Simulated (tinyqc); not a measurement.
Thin (001) film in sp3s* tight binding with raised dangling bonds, step by step. Values are carried at full precision from step to step, so a last printed digit may differ when a step is redone from the rounded ones.

sp3s* tight binding, nearest neighbours only: anion (a) at 0, cation (c) at a/4 (1,1,1), orbitals s, px, py, pz, s* on each; k in units of 2 pi/a. With phases e_j = exp(i (pi/2) k.n_j) for n = (1,1,1), (1,-1,-1), (-1,1,-1), (-1,-1,1): g0 = (e1+e2+e3+e4)/4, g1 = (e1+e2-e3-e4)/4, g2 = (e1-e2+e3-e4)/4, g3 = (e1-e2-e3+e4)/4. The diagonal holds the levels Esa, Epa, Exa (s*) and Esc, Epc, Exc. Anion-cation block: <sa|sc> = Vss g0; <sa|xc> = Vsapc g1; <xa|sc> = -Vscpa g1; <xa|xc> = Vxx g0; <xa|yc> = <ya|xc> = Vxy g3, <xa|zc> = <za|xc> = Vxy g2, <ya|zc> = <za|yc> = Vxy g1; <s*a|xc> = Vxapc g1; <xa|s*c> = -Vpaxc g1; y and z take g2 and g3 in place of g1; s-s* and s*-s* vanish.

Parameters, chosen for this exercise (out of a larger set: near a published set for GaP, fitted to gaps, whose masses and valley positions are rough; not measured data):
```
symbol  value                                                                                           unit  meaning
p       (-8.172, 1.129, -2.197, 4.085, 8.453, 7.158, -7.438, 2.144, 5.128, 4.257, 6.324, 4.652, 5.068)  eV    order Esa, Epa, Esc, Epc, Exa, Exc, Vss, Vxx, Vxy, Vsapc, Vscpa, Vxapc, Vpaxc
N       5                                                                                                     atomic planes in the small film
dl      20                                                                                              eV    shift of the dangling hybrids
```

## Bulk edges along [001]

Gap at Gamma and minimum on (0,0,kz), kz from 0.5 to 1, from the bulk Ev. States at zero in-plane momentum come from this line alone.

edges (eV): Gamma 2.8281, Delta 2.2961

kz of the minimum = 1.0000 2 pi/a

## The two blocks of the small film

Planes alternate anion (a), cation (c) along [001], a/4 apart, starting with an anion; zero in-plane momentum; levels counted from the bulk Ev, the lower root of [[Epa, Vxx], [Vxx, Epc]]; no spin-orbit coupling. Block of s, pz, s*: from an anion to the cation above, Vss/2 (s,s), Vsapc/2 (s,z), -Vscpa/2 (z,s), Vxx/2 (z,z), Vxapc/2 (s*,z), -Vpaxc/2 (z,s*); to the cation below the same with the s-z and s*-z signs reversed. Block of u = (px + py)/sqrt2 and v = (px - py)/sqrt2: to the cation above (Vxx + Vxy)/2 for u and (Vxx - Vxy)/2 for v, to the cation below the reverse. Each surface atom has two dangling sp3 hybrids; raising both by dl adds (dl/2) [[1, t], [t, 1]] to its s, pz levels (t = -1 at the bottom face, +1 at the top) and dl to the one of u, v in whose plane the missing bonds lie (v for a bottom anion or a top cation, u for a top anion).

Fill them in.

s, pz, s* block (eV):
```
         sa1      za1    *a1     sc2     zc2     *c2     sa3     za3     *a3     sc4     zc4     *c4
sa1    1.825  -10.000      0  -3.719   2.128       0       0       0       0       0       0       0
za1  -10.000   11.126      0  -3.162   1.072  -2.534       0       0       0       0       0       0
*a1        0        0  8.450       0   2.326       0       0       0       0       0       0       0
sc2   -3.719   -3.162      0  -2.200       0       0  -3.719   3.162       0       0       0       0
zc2    2.128    1.072  2.326       0   4.082       0  -2.128   1.072  -2.326       0       0       0
*c2        0   -2.534      0       0       0   7.155       0   2.534       0       0       0       0
sa3        0        0      0  -3.719  -2.128       0  -8.175       0       0  -3.719   2.128       0
za3        0        0      0   3.162   1.072   2.534       0   1.126       0  -3.162   1.072  -2.534
*a3        0        0      0       0  -2.326       0       0       0   8.450       0   2.326       0
sc4        0        0      0       0       0       0  -3.719  -3.162       0  -2.200       0       0
zc4        0        0      0       0       0       0   2.128   1.072   2.326       0   4.082       0
*c4        0        0      0       0       0       0       0  -2.534       0       0       0   7.155
sa5        0        0      0       0       0       0       0       0       0  -3.719  -2.128       0
za5        0        0      0       0       0       0       0       0       0   3.162   1.072   2.534
*a5        0        0      0       0       0       0       0       0       0       0  -2.326       0

        sa5     za5     *a5
sa1       0       0       0
za1       0       0       0
*a1       0       0       0
sc2       0       0       0
zc2       0       0       0
*c2       0       0       0
sa3       0       0       0
za3       0       0       0
*a3       0       0       0
sc4  -3.719   3.162       0
zc4  -2.128   1.072  -2.326
*c4       0   2.534       0
sa5   1.825  10.000       0
za5  10.000  11.126       0
*a5       0       0   8.450
```

u, v block (eV):
```
       ua1     va1     uc2     vc2     ua3     va3     uc4     vc4     ua5    va5
ua1  1.126       0   3.636       0       0       0       0       0       0      0
va1      0  21.126       0  -1.492       0       0       0       0       0      0
uc2  3.636       0   4.082       0  -1.492       0       0       0       0      0
vc2      0  -1.492       0   4.082       0   3.636       0       0       0      0
ua3      0       0  -1.492       0   1.126       0   3.636       0       0      0
va3      0       0       0   3.636       0   1.126       0  -1.492       0      0
uc4      0       0       0       0   3.636       0   4.082       0  -1.492      0
vc4      0       0       0       0       0  -1.492       0   4.082       0  3.636
ua5      0       0       0       0       0       0  -1.492       0  21.126      0
va5      0       0       0       0       0       0       0   3.636       0  1.126
```

## Levels of the small film

Diagonalise both blocks.

levels of the s, pz, s* block (eV): [-12.335, -9.552, -7.264, -2.859, 2.765, 3.120, 3.236, 4.039, 6.930, 8.450, 9.088, 9.600, 11.084, 17.963, 18.014]

levels of the u, v block (eV): [-2.106, -2.106, -0.726, -0.726, 5.853, 5.853, 7.261, 7.261, 21.261, 21.261]

No level lies between 0 and the bulk edge 2.296 eV; confinement has widened the gap at zero in-plane momentum to 3.491 eV.

## Checks

- Lowest conduction level of 201 planes, with the dangling hybrids shifted far away, against the bulk edge: both 2.296.

Computed by tinyqc, a small Python program: `OMP_NUM_THREADS=1 python tinyqc.py 1480079 1480080 out.jsonl` (the numbers bound the seed that draws the inputs); one thread of a shared host (Intel(R) Xeon(R) Processor @ 2.30GHz), about 0.4 s for the whole set of steps.
